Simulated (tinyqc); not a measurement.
Inside a calculation. Model: trench capacitor in an array: capacitance, non-linearity, leakage and relaxation.

Computed by the program tinyqc: `OMP_NUM_THREADS=1 python tinyqc.py 2102084 2102085 out.jsonl`, one thread of a shared Intel Xeon 2.30GHz, about 0.01 s for the whole run. Printed values are rounded.

A film between two metal electrodes, each interface adding a series capacitance ci. The small-signal permittivity is ek (1 + aq E^2); the field is found with the linear permittivity. Leakage J = J0 sinh(E/Ef). After a voltage step the film passes a relaxation current kr C V tt^(-nr), tt being the time in seconds. The sidewall is a coaxial capacitor with radii a = dm/2 - t and b = dm/2, depth AR dm; the end face is left out.

Values chosen for this exercise; permittivity of the order of that of tantalum oxide:
- ek = 22.8 (relative permittivity of the film)
- t = 27 nm (film thickness)
- ci = 1000 uF/cm^2 (capacitance of each electrode interface (dead layer and screening))
- aq = 0.0048 cm^2/MV^2 (quadratic field coefficient of the permittivity)
- V = 0.8 V (bias)
- J0 = 1.9e-10 A/cm^2 (leakage prefactor)
- Ef = 0.44 MV/cm (field for an e-fold rise of the leakage)
- dm = 240 nm (diameter of the hole)
- AR = 20 (aspect ratio, depth over diameter)
- pt = 370 nm (pitch of the square array)
- rho = 540 uohm cm (resistivity of the inner electrode)

Constants: eps0 = 8.8541878128e-14 F/cm where lengths are in cm. Results are converted to the units shown.

## Planar capacitance, field and non-linearity

Planar film: Cf = eps0 ek/t, 1/C = 1/Cf + 2/ci, EOT = 3.9 eps0/C, effective permittivity C t/eps0, E = (V/t) C/Cf; quadratic coefficient [C(V)/C - 1]/V^2 with Cf (1 + aq E^2) in C(V).

Cf = 0.747687 uF/cm^2
C = 0.746571 uF/cm^2
EOT = 4.62533 nm
effective permittivity = 22.7660
E = 0.295854 MV/cm
quadratic coefficient = 655.491 ppm/V^2
J = 1.37602e-10 A/cm^2

The interfaces take 0.149 % of the voltage.

## Cell capacitance, fields and time constant

Per length 1/c = ln(b/a)/(2 pi eps0 ek) + (1/a + 1/b)/(2 pi ci); cell capacitance c AR dm; per footprint over pt^2; fields c V/(2 pi eps0 ek r) at r = a and b; resistance of the inner electrode rho AR dm/(pi a^2); time constant R C/3 of the distributed line.

a = 93 nm
b = 120 nm
cell capacitance = 23.8502 fF
capacitance per footprint = 17.4216 uF/cm^2
field at a = 0.336972 MV/cm
field at b = 0.261154 MV/cm
R = 0.953936 kohm
R C/3 = 7.58386 ps

The array gives 23.3 times the planar capacitance per footprint; curvature makes the field at the inner electrode 1.14 times the planar value.
